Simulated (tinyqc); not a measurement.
Worked calculation: Ewald sum of point charges, bcc lattice in a neutralising background. Computed by tinyqc, a small Python program that keeps every step. Command: `OMP_NUM_THREADS=1 python tinyqc.py 30325 30326 out.jsonl` (the two numbers bound the seeds that draw the settings). One thread of a shared host (Intel(R) Xeon(R) Processor @ 2.60GHz), about 0.03 s of CPU time with the checks.

## Ewald sum with eta = 0.298 1/bohr

cell vectors (rows) (bohr):
```
         1        2        3
1  11.7300   0.0000   0.0000
2   0.0000  11.7300   0.0000
3   0.0000   0.0000  11.7300
```

Charges:
```
q           f1      f2      f3
1.0000  0.0000  0.0000  0.0000
1.0000  0.5000  0.5000  0.5000
```

Real space: 1/2 sum q_i q_j erfc(eta r)/r over all images with r > 0; reciprocal space: (2 pi/V) sum_(G != 0) exp(-G^2/4 eta^2)/G^2 |S(G)|^2 with S(G) = sum q exp(i G.r); self term -eta/sqrt(pi) sum q^2; background -pi Q^2/(2 V eta^2), Q the total charge.

Real-space shells (first ones):
```
r (bohr)  pairs  sum (hartree)
10.1585      16       1.46e-05
11.7300      12       3.93e-07
16.5887      24              0
19.4520      48              0
```

Reciprocal shells (first ones that count):
```
G^2 (1/bohr^2)  vectors  sum (hartree)
0.5738               12         0.0647
1.1477                6         0.0032
1.7215               24         0.0017
2.2954               12       1.27e-04
2.8692               24       4.04e-05
3.4431                8       2.23e-06
4.0169               48       2.28e-06
4.5908                6       4.96e-08
5.1646               36       5.26e-08
5.7384               24       6.28e-09
6.3123               24       1.13e-09
6.8861               24       2.07e-10
```

## The total does not depend on eta

The same sums for other eta.

Totals (hartree per cell):
```
eta         real  reciprocal     self  background      total
0.2980  1.50e-05      0.0698  -0.3363     -0.0438  -0.310250
0.4180  1.51e-09      0.1837  -0.4717     -0.0223  -0.310250
0.5740         0      0.3493  -0.6477     -0.0118  -0.310250
```

shortest distance = 10.1585 bohr
